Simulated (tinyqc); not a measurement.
What the anneal budget does: two-dimensional dopant profile at a mask edge: lateral junction, overlap and effective channel length. Computed by tinyqc, a small Python program. Command: `OMP_NUM_THREADS=1 python tinyqc.py 3031969 3031970 out.jsonl lateral walk`. One thread of a shared host (Intel(R) Xeon(R) Processor @ 2.30GHz), about 0.01 s of CPU time with the checks.

Ions enter for y < 0; the mask (spacer, then gate) covers y > 0. x is the depth. The surface reflects dopant during the anneal.

Inputs (values chosen for the exercise, modelled on a source-drain extension in silicon):
```
quantity               value    unit
dose Q               1.5e+15  1/cm^2
projected range R_p      6.7      nm
vertical straggle        3.2      nm
lateral straggle         2.8      nm
anneal budget D t    1.4e-13    cm^2
channel doping C_B   3.5e+17  1/cm^3
gate length L_g           75      nm
offset spacer            0.1      nm
```

Method:
- Widths s_x^2 = (vertical straggle)^2 + 2 D t, s_y^2 = (lateral straggle)^2 + 2 D t. C(x, y) = V(x) (1/2) erfc(y/(sqrt2 s_y)), V(x) = Q/(sqrt(2 pi) s_x) [exp(-(x - R_p)^2/(2 s_x^2)) + exp(-(x + R_p)^2/(2 s_x^2))]; 1 nm = 1e-7 cm.
- The lateral junction at depth x solves C = C_B: y_j(x) = sqrt2 s_y erfc^-1(2 C_B/V(x)). Overlap under the gate = y_j(0) - spacer; metallurgical channel L_met = L_g - 2 overlap (tails from the two sides are not added).
- x_j solves V(x) = C_B. Budgets are multiples of the given D t (at 0 the mirror term is kept, which overstates V(0) as implanted); those with V(0) not above 2.5 C_B are left out.

Junctions (nm):
```
multiple     s_x     s_y     x_j  y_j(0)  y_j/x_j    L_met
0.0        3.200   2.800  19.959   8.799  0.44085   57.602
0.1        3.611   3.262  21.556  10.580  0.49080   54.040
0.3        4.317   4.030  24.274  13.454  0.55428   48.291
1.0        6.184   5.987  31.319  20.412  0.65176   34.375
2.0        8.139   7.990  38.536  27.185  0.70544   20.830
4.0       11.056  10.947  49.085  36.792  0.74955    1.616
8.0       15.305  15.226  64.144  50.166  0.78209  -25.133
16.0      21.407  21.350  85.423  68.593  0.80298  -61.985
```

What does the comparison show, and why?

The ratio y_j/x_j goes from 0.44 to 0.80: as implanted, x_j includes R_p and y_j only the lateral straggle; after long diffusion both scale roughly with sqrt(D t) as long as V(0) stays far above C_B, and the ratio stays below 1 because the edge starts from half the concentration and an erfc falls faster than the Gaussian. L_met is negative in the rows beyond a multiple of 4: source and drain merge.
